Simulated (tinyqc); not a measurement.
## Electron mobility in a silicon inversion layer, empirical terms and Matthiessen rule: effect of the temperature

Inversion layer of sheet density Ns on a uniformly doped body, under a high-permittivity gate with an interlayer. The mobility terms are empirical power laws with prefactors chosen for the exercise; adding their inverses (Matthiessen) is itself an approximation.

Nc and Nv are given at 325 K and scale as (T/325 K)^1.5; Eg is fixed. ni = sqrt(Nc Nv) exp(-Eg/(2 Vt)), Eg in volts; Ndep = sqrt(2 eps0 eps_r Nb (2 Vt ln(Nb/ni) + Vsb)/q); E = q (Ndep + eta Ns)/(eps0 eps_r), in MV/cm. With t = T/(300 K): muC = Ac (Ns/1e12 cm^-2) t/(Nb/1e17 cm^-3 + Nit/1e11 cm^-2), muP = Ap E^(-1/3) t^(-1.75), muS = As E^(-gs), muR = Ar exp(2 ti/lr)/t; 1/mu is the sum of the inverses.

Values chosen for this exercise; material values close to those of silicon:
```
symbol    value        unit                                                         meaning
Eg         1.13          eV                                                        band gap
eps_r      11.9                                  relative permittivity of the semiconductor
Nc      3.22e19       cm^-3  conduction-band density of states at the reference temperature
Nv      3.03e19       cm^-3     valence-band density of states at the reference temperature
Nb         6e17       cm^-3                                                     body doping
Vsb           0           V                                               reverse body bias
eta         0.5                       weight of the inversion charge in the effective field
Ap          457  cm^2/(V s)                    phonon-limited mobility at 1 MV/cm and 300 K
As         1120  cm^2/(V s)                           roughness-limited mobility at 1 MV/cm
gs            2                                              exponent of the roughness term
Ac         1700  cm^2/(V s)                                               Coulomb prefactor
Nit      1.9e12       cm^-2                                         charge at the interface
Ar          190  cm^2/(V s)                       remote-phonon mobility without interlayer
ti          1.4          nm                                            interlayer thickness
lr          0.9          nm                                  decay length of remote phonons
Ns       9.7e11       cm^-2                                               inversion density
```

Constants: q = 1.602176634e-19 C, kB = 1.380649e-23 J/K, Vt = kB T/q, eps0 = 8.8541878128e-14 F/cm where lengths are in cm. Results are converted to the units shown.

Results:

| T (K) | E (MV/cm) | muC (cm^2/(V s)) | muP (cm^2/(V s)) | muS (cm^2/(V s)) | muR (cm^2/(V s)) | mu (cm^2/(V s)) |
|---|---|---|---|---|---|---|
| 120 | 0.5175 | 26.38 | 2829 | 4182 | 1.066e4 | 25.91 |
| 160 | 0.5115 | 35.18 | 1717 | 4280 | 7996 | 34.05 |
| 200 | 0.5049 | 43.97 | 1167 | 4393 | 6397 | 41.70 |
| 250 | 0.4959 | 54.97 | 794.4 | 4554 | 5118 | 50.34 |
| 350 | 0.4756 | 76.95 | 447.0 | 4952 | 3655 | 63.66 |
| 400 | 0.4643 | 87.95 | 356.7 | 5195 | 3199 | 68.12 |
| 450 | 0.4524 | 98.94 | 292.8 | 5473 | 2843 | 71.14 |

Estimate the missing row, T = 300 K.

Computed row:

| T (K) | E (MV/cm) | muC (cm^2/(V s)) | muP (cm^2/(V s)) | muS (cm^2/(V s)) | muR (cm^2/(V s)) | mu (cm^2/(V s)) |
|---|---|---|---|---|---|---|
| 300 | 0.4861 | 65.96 | 581.2 | 4740 | 4265 | 57.71 |

With this row back in the table: As T goes from 120 to 450 K, E falls from 0.518 to 0.452 MV/cm and mu rises from 25.9 to 71.1 cm^2/(V s). The Coulomb term is the smallest in the first and the last row. For T = 120 to 160 K dopant freeze-out and degenerate screening, left out here, matter.

Program tinyqc, `OMP_NUM_THREADS=1 python tinyqc.py 2510147 2510148 out.jsonl`; Intel Xeon 2.30GHz, shared host, one thread, about 0.01 s.
